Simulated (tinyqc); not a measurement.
Inside a calculation. Method: Pariser-Parr-Pople SCF with singles CI, for the molecule C=CC=C(F)C=C (SMILES; centres numbered as the heavy atoms are written). Computed by tinyqc, a small Python program that keeps every step. Settings: charge = 0, gamma = Ohno, start = huckel, damping = 0.5, iteration cap = 77, excitations kept = 9. Command: `OMP_NUM_THREADS=1 python tinyqc.py 27022 27023 out.jsonl` (the two numbers bound the seeds that draw the settings). One thread of a shared host (Intel(R) Xeon(R) Processor @ 2.60GHz), about 0.02 s of CPU time with the checks. Later iterations appear only in the table of the cycle.

## PPP integrals

Centres (angstrom, eV; a flat drawing with bonds scaled to 1.40 angstrom):
```
centre          x          y  core charge z          W   gamma_rr
1C      -3.161000  -0.301000              1  11.160000  11.130000
2C      -1.887000   0.280000              1  11.160000  11.130000
3C      -0.747000  -0.532000              1  11.160000  11.130000
4C       0.527000   0.050000              1  11.160000  11.130000
5F       0.660000   1.444000              2  39.000000  21.400000
6C       1.667000  -0.762000              1  11.160000  11.130000
7C       2.941000  -0.180000              1  11.160000  11.130000
```

Resonance integrals (eV):
```
i  j       beta
1  2  -2.390000
2  3  -2.390000
3  4  -2.390000
4  5  -2.100000
4  6  -2.390000
6  7  -2.390000
```

Ohno: gamma = 14.399645/sqrt(R^2 + a^2), a = 2 x 14.399645/(gamma_rr + gamma_ss); H_rr = -W_r - sum_(s != r) z_s gamma_rs; H_rs = beta for bonds.

repulsion gamma_rs (eV), lower triangle:
```
           1C         2C         3C         4C         5F         6C         7C
1C  11.130000
2C   7.553200  11.130000
3C   5.238974   7.554960  11.130000
4C   3.669562   5.239133   7.551992  11.130000
5F   3.354306   4.902865   5.576398   8.691681  21.400000
6C   2.868709   3.670500   5.239133   7.554960   5.577962  11.130000
7C   2.308072   2.868761   3.669478   5.239133   4.903367   7.551992  11.130000
```

core matrix H (eV), lower triangle:
```
            1C          2C          3C          4C          5F          6C          7C
1C  -39.507128
2C   -2.390000  -47.852283
3C    0.000000   -2.390000  -51.567333
4C    0.000000    0.000000   -2.390000  -57.798142
5F    0.000000    0.000000    0.000000   -2.100000  -72.006579
6C    0.000000    0.000000    0.000000   -2.390000    0.000000  -49.201218
7C    0.000000    0.000000    0.000000    0.000000    0.000000   -2.390000  -42.604171
```

## Starting guess

pi electrons, sum of z_r less the charge = 8

Orbitals of the Hueckel matrix of the beta values.

P at the start, lower triangle:
```
           1C         2C         3C        4C         5F        6C        7C
1C   1.303466
2C   0.792013   1.000000
3C  -0.303466   0.577168   1.303466
4C  -0.214845   0.000000   0.563252  1.000000
5F   0.345373  -0.188776  -0.345373  0.683684   1.393068
6C   0.000000  -0.062891   0.000000  0.411298   0.000000  1.000000
7C   0.151954   0.000000  -0.214845  0.000000  -0.322292  0.909329  1.000000
```

## Iteration 1: Fock matrix

F_rr = H_rr + P_rr gamma_rr / 2 + sum_(s != r) P_ss gamma_rs; F_rs = H_rs - P_rs gamma_rs / 2; E = tr P (H + F) / 2 + core repulsion sum_(r<s) z_r z_s gamma_rs.

F (eV), lower triangle:
```
           1C         2C         3C         4C          5F         6C         7C
1C  -4.352197
2C  -5.381118  -3.985892
3C   0.794925  -4.570241  -5.700856
4C   0.394194   0.000000  -4.516836  -7.464900
5F  -0.579244   0.462772   0.962970  -5.071180  -21.384009
6C   0.000000   0.115421   0.000000  -3.943668    0.000000  -6.519990
7C  -0.175360   0.000000   0.394185   0.000000    0.790159  -5.823622  -6.757028
```

pi energy = -128.616197 eV

## Iteration 1: orbitals and new P

Diagonalise F (the basis is taken as orthonormal) and form P = 2 sum c c over the lowest orbitals; 0.5 of the old P is kept.

orbital energies (eV): -23.165249  -14.029175  -11.733870  -8.662332  -2.660779  0.640436  3.446099

P after iteration 1, lower triangle:
```
           1C         2C         3C         4C         5F        6C        7C
1C   1.157665
2C   0.835635   0.999122
3C  -0.159280   0.524092   1.162420
4C  -0.298453  -0.000287   0.674220   1.025826
5F   0.257525  -0.113525  -0.295459   0.484107   1.649460
6C  -0.010618  -0.060497   0.003017   0.401651  -0.020407  0.989742
7C   0.189255   0.007199  -0.266018  -0.007351  -0.200712  0.913026  1.015764
```

## Iteration 2: Fock matrix

As before.

F (eV), lower triangle:
```
           1C         2C         3C         4C          5F         6C         7C
1C  -4.947398
2C  -5.545860  -4.757702
3C   0.417231  -4.369746  -5.627366
4C   0.547595   0.000751  -4.935852  -6.692408
5F  -0.431909   0.278299   0.823798  -4.203852  -19.675953
6C   0.015231   0.111027  -0.007903  -3.907228    0.056915  -5.993203
7C  -0.218407  -0.010326   0.488074   0.019256    0.492082  -5.837584  -6.210878
```

pi energy = -131.362640 eV

## Iteration 2: orbitals and new P

As before.

orbital energies (eV): -21.035198  -13.713185  -12.014513  -9.062094  -2.118902  1.034801  3.004183

P after iteration 2, lower triangle:
```
           1C         2C         3C         4C         5F        6C        7C
1C   1.086220
2C   0.864694   0.998964
3C  -0.089204   0.484115   1.092624
4C  -0.333724   0.001748   0.740595   1.026919
5F   0.198139  -0.072760  -0.257132   0.369438   1.788780
6C  -0.013064  -0.057016   0.006228   0.392452  -0.031276  0.986590
7C   0.200658   0.006814  -0.293237  -0.007362  -0.131155  0.916913  1.019903
```

## Convergence

Stop when output and input P, before any damping, agree to 1e-7.

Course of the cycle:
```
iteration         E (eV)  largest |P(out) - P(in)|
1          -128.61619715                  5.13e-01
2          -131.36264024                  2.79e-01
3          -132.87061421                  1.53e-01
4          -133.69076865                  8.54e-02
5          -134.13347666                  5.28e-02
6          -134.37092341                  3.38e-02
7          -134.49759996                  2.20e-02
8          -134.56488959                  1.45e-02
9          -134.60051294                  1.04e-02
10         -134.61932463                  7.79e-03
11         -134.62924102                  5.83e-03
...                  ...                       ...
39         -134.64026791                  1.68e-06
40         -134.64026792                  1.26e-06
41         -134.64026792                  9.40e-07
42         -134.64026792                  7.04e-07
43         -134.64026792                  5.27e-07
44         -134.64026792                  3.95e-07
45         -134.64026792                  2.96e-07
46         -134.64026792                  2.22e-07
47         -134.64026792                  1.66e-07
48         -134.64026792                  1.25e-07
49         -134.64026792                  9.34e-08
```

Converged in 49 iterations.

## Converged orbitals

Charges are z - P_rr.

orbital energies (eV): -18.663717  -13.664149  -12.201972  -9.524294  -1.418761  1.097084  2.872984

coefficients:
```
         MO1        MO2        MO3        MO4        MO5        MO6        MO7
1C  0.009250   0.274759  -0.432625   0.495117  -0.453953  -0.462947  -0.267812
2C  0.028799   0.425073  -0.492891   0.271526   0.256142   0.509757   0.419946
3C  0.095145   0.500163  -0.195336  -0.473432   0.432724  -0.149360  -0.518587
4C  0.276455   0.437418   0.140670  -0.447528  -0.441595  -0.213426   0.521164
5F  0.951595  -0.238036  -0.064348   0.130516   0.092227   0.035065  -0.083045
6C  0.084448   0.411204   0.525125   0.222481  -0.299635   0.509885  -0.385697
7C  0.030683   0.276718   0.481718   0.436098   0.497769  -0.443573   0.236051
```

pi charges: 1C -0.015767, 2C 0.003630, 3C -0.043019, 4C 0.024336, 5F 0.033264, 6C -0.002948, 7C 0.000503

## Singles CI, singlets

Over the 9 single excitations with the smallest orbital gaps: A = (e_a - e_i) delta + 2 (ia|jb) - (ij|ab), with (pq|rs) = sum c_mp c_mq gamma_mn c_nr c_ns. f = 2/3 w |mu|^2 in atomic units, mu = sqrt2 sum c_ia sum_m c_mi c_ma R_m.

singlet CI matrix (eV), lower triangle:
```
           4>5        4>6        3>5        2>5        4>7       3>6       2>6       3>7
4>5   4.262703
4>6  -0.052184   6.247250
3>5  -0.047557  -0.036662   6.422814
2>5   0.130907  -0.015351  -0.068762   7.249894
4>7   0.095462  -0.048154  -0.030719   0.241283   7.307721
3>6   0.744443  -0.010234   0.038675   0.592868   0.497025  8.648391
2>6  -0.050539   0.410793   0.859722  -0.043683  -0.027934  0.035779  9.551427
3>7  -0.002050   0.815668   0.385746  -0.000954   0.023586  0.109404  0.955482  9.803586
2>7  -0.173487  -0.078711   0.007177   0.504749   0.532132  1.036828  0.010841  0.105310

           2>7
2>7  10.662902
```

singlet excitation energies (eV): 4.117538  5.952402  6.301325  7.013311  7.148692  8.491121  8.799826  10.948345  11.384127

oscillator strengths: 1.527346  0.007823  0.001341  0.020117  0.023615  0.248769  0.001431  0.005468  0.061730

## Singles CI, triplets

Over the 9 single excitations with the smallest orbital gaps: A = (e_a - e_i) delta - (ij|ab), with (pq|rs) = sum c_mp c_mq gamma_mn c_nr c_ns.

triplet CI matrix (eV), lower triangle:
```
           4>5        4>6        3>5        2>5        4>7       3>6       2>6       3>7
4>5   2.032676
4>6  -0.214402   4.765342
3>5  -0.167404   1.442823   4.897453
2>5   0.376533  -0.007736  -0.128174   6.046492
4>7   0.484289  -0.149076   0.043754  -0.992953   6.013282
3>6   1.442823   0.036212   0.182504   1.480545   1.316226  7.188917
2>6  -0.007736  -0.153699   1.480545  -0.075526  -0.144044  0.024813  8.794377
3>7   0.043754   1.316226  -0.162589  -0.055725   0.039261  0.139819  1.672123  9.114809
2>7  -0.992953  -0.144044  -0.055725   0.778345   0.901344  1.672123  0.012420  0.165125

          2>7
2>7  9.707770
```

triplet excitation energies (eV): 1.377399  2.829466  3.852069  5.957778  7.009767  7.534760  7.832970  10.926952  11.239955
